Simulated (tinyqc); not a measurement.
Ellipsometry and reflectance of a transparent film on an absorbing substrate: one step of the calculation.

Air (index 1), film, substrate with N2 = n2 - i k2; time factor exp(+i w t). q_j = sqrt(N_j^2 - sin^2 th), root with positive real part. Fresnel coefficients r_s = (q_a - q_b)/(q_a + q_b), r_p = (N_b^2 q_a - N_a^2 q_b)/(N_b^2 q_a + N_a^2 q_b). tan(Psi) exp(i Delta) = R_p/R_s, Delta taken from 0 to 360 degrees.

Task. Psi, Delta and reflectances. beta = 2 pi d q1/lam, X = exp(-2 i beta), R = (r01 + r12 X)/(1 + r01 r12 X) for p and s.

Parameters, values chosen for the exercise: wavelength lam = 546.1 nm; film thickness d = 1.4 nm.

q1 = 1.3281968
r01,p = -0.18930488
r01,s = -0.59044824
r12,p = 0.35622719-0.00312708i
r12,s = -0.49925400+0.00300690i

Give: beta; X; R_p; R_s; Psi; Delta; |R_p|^2; |R_s|^2.

Result.

beta = 0.021394 rad
X = 0.99908-0.04278i
R_p = 0.17841-0.02035i
R_s = -0.84149+0.00947i
Psi = 12.045 degrees
Delta = 174.14 degrees
|R_p|^2 = 0.032243
|R_s|^2 = 0.70819

The bare substrate gives Psi = 12.01 and Delta = 178.97 degrees.

Numbers from tinyqc (`OMP_NUM_THREADS=1 python tinyqc.py 2870221 2870222 out.jsonl`; about 0.01 s on one thread of a shared Intel Xeon 2.30GHz).
